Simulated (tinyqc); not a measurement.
From results back to parameters: tunnelling through a thin dielectric with one trap, as a tight-binding chain. Four cases, with inputs chosen for the exercise.

Problem. A resonance has full width Gamma_L + Gamma_R and peak height 4 Gamma_L Gamma_R/(Gamma_L + Gamma_R)^2. The values come from hidden widths.

Case 1.

full width = 0.838329 meV
peak height = 0.00168492

Case 2.

full width = 49.2519 meV
peak height = 0.000661189

Case 3.

full width = 1.09263 meV
peak height = 0.294512

Case 4.

full width = 46.0201 meV
peak height = 0.770560

Find: larger and smaller width.

Solution. The widths are (W/2)(1 +/- sqrt(1 - peak)); which belongs to which lead the line shape cannot tell.

Case 1.

larger and smaller width (meV): 0.838  0.000353

Case 2.

larger and smaller width (meV): 49.2  0.00814

Case 3.

larger and smaller width (meV): 1.01  0.0874

Case 4.

larger and smaller width (meV): 34.0  12.0

Computed by tinyqc, one run a case: `OMP_NUM_THREADS=1 python tinyqc.py N N+1 out.jsonl` with N = 1481952, 1481980, 1482017, 1482035; one thread of a shared Intel(R) Xeon(R) Processor @ 2.30GHz, about 0.1 s a run at most.
